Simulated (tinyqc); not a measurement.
## Gate voltage for a given inversion charge

Inverse problem. p-type body, charge-sheet picture, depletion and inversion only, full ionisation (an idealisation for deep acceptors), Boltzmann statistics (rough once Na exp(x - xn) passes about Nc/7). In units of Vt: xg = (Vg - Vfb)/Vt, x = psi/Vt, G = gamma/sqrt(Vt), xn = (2 phiF + Vc)/Vt. The implicit equation is (xg - x)^2 = G^2 [x - 1 + exp(x - xn)] for x above about 3. Cox = eps0 eox/tox. ni = sqrt(Nc Nv) exp(-Eg/(2 Vt)), Eg in volts; phiF = Vt ln(Na/ni); gamma = sqrt(2 q eps0 eps_r Na)/Cox. N_inv = (Cox Vt G/q) [sqrt(x - 1 + exp(x - xn)) - sqrt(x - 1)]. Find x - xn, psi and Vg.

Parameters, values chosen for the exercise; band and dielectric values close to those of germanium: temperature T = 400 K; band gap Eg = 0.647 eV; relative permittivity eps_r = 16; conduction-band density of states at T Nc = 1.57e19 cm^-3; valence-band density of states at T Nv = 9.27e18 cm^-3; relative permittivity of the gate insulator (close to silicon dioxide) eox = 3.9; insulator thickness tox = 12 nm; acceptor density Na = 8.5e17 cm^-3; flat-band voltage Vfb = -0.32 V; channel-body voltage Vc = 1 V.

Constants: q = 1.602176634e-19 C, kB = 1.380649e-23 J/K, Vt = kB T/q, eps0 = 8.8541878128e-14 F/cm where lengths are in cm. Results are converted to the units shown.

N_inv = 2.7e10 cm^-2

Answer. N_inv rises steadily with x, so it fixes x; the implicit equation then gives xg directly.

x - xn = -0.733
psi = 1.44 V
Vg = 3.69 V

tinyqc, about 0.01 s, one thread, Intel Xeon 2.30GHz (shared host): `OMP_NUM_THREADS=1 python tinyqc.py 2122240 2122241 out.jsonl`
